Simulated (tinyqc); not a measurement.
Gas flow in a process chamber: flow regimes, conductance, effective pumping speed, pump-down, outgassing and purge: one step, computed by the program tinyqc. Command: `OMP_NUM_THREADS=1 python tinyqc.py 3120932 3120933 out.jsonl pump walk`. One thread of a shared host (Intel(R) Xeon(R) Processor @ 2.30GHz), about 0.08 s of CPU time with the checks.

Ideal gas, isothermal flow, a pump of constant speed at the end of a round pipe; process gas, volume gas and outgassing are given the same properties. 1 sccm = 101325 Pa x 1e-6 m^3/60 s x T/273.15 K.

Task: Time to base pressure. From the outgassing limit: t = 1 h x (q_1 A/(S_eff p_target))^(1/n) - 10 s; monolayer time at the target = 1e19 m^-2 x 4 k_B T/(p c) for unit sticking.

Inputs (values chosen for the exercise, modelled on hydrogen near room temperature):
```
quantity,value,unit
temperature T,300,K
wall area,4,m^2
outgassing rate after 1 h,3.4e-07,Pa m^3/(s m^2)
outgassing exponent n,0.79,-
target base pressure,7e-05,Pa
```

S_eff in molecular flow = 176.3871 L/s

mean speed c = 1775.017 m/s

Constants: k_B = 1.380649e-23 J/K.

Give: time to the target; monolayer time.

Result:

time to the target = 0.05850 h

monolayer time = 1.333 s
